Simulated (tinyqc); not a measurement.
ROHF in the sto-3g basis, for BeH, spin multiplicity 2, step by step. One step of it, computed by the program tinyqc.

Problem. Iteration 2: DIIS coefficients. Solve [B -1; -1 0][c; lambda] = [0; -1] for the coefficients, which sum to one.

B (overlaps of the stored error matrices):
$$\begin{pmatrix}
2.3074756e-01 & 2.4669886e-02 \\
2.4669886e-02 & 1.8539142e-02
\end{pmatrix}$$

Give: DIIS coefficients.

Solution.

DIIS coefficients: [-0.031, 1.031]
